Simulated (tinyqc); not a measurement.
Epitaxial growth on a vicinal surface: Burton-Cabrera-Frank step flow, step-edge barrier and island nucleation: one step, computed by the program tinyqc.

Adatoms land at rate F, hop on a square grid (a simplification for hexagonal faces), desorb, or join steps. Lengths are in units of a and n is the adatom coverage. Steps ascend at x = 0 and descend at x = l.

Question. Scales. D = nu exp(-E_d/(k_B T)) (a^2/s, nu counted per direction); tau = exp(E_a/(k_B T))/nu; x_s = sqrt(D tau); n_eq = exp(-E_f/(k_B T)); terrace width l = h/(a tan(miscut)); Schwoebel length l_s = exp(E_s/(k_B T)) - 1. Temperatures in kelvin are T(C) + 273.15.

Inputs (values chosen for the exercise, close to those used for GaN(0001)):
```
quantity                     value      unit
site spacing a                3.19  angstrom
step height h                 2.59  angstrom
diffusion barrier E_d         1.35        eV
desorption energy E_a         2.86        eV
adatom formation energy E_f   1.14        eV
step-edge barrier E_s        0.035        eV
attempt frequency nu             5       THz
miscut angle                   0.3   degrees
temperature T                  900         C
```

Constants: k_B = 8.617333262e-05 eV/K.

Give: D; lifetime tau; diffusion length x_s; equilibrium coverage n_eq; terrace width l; Schwoebel length l_s.

Answer.

D = 7.9333e+06 a^2/s

lifetime tau = 0.38673 s

diffusion length x_s = 1751.6 a

equilibrium coverage n_eq = 1.2666e-05

terrace width l = 155.06 a

Schwoebel length l_s = 0.41370 a

l/x_s = 0.0885: nearly every adatom reaches a step.
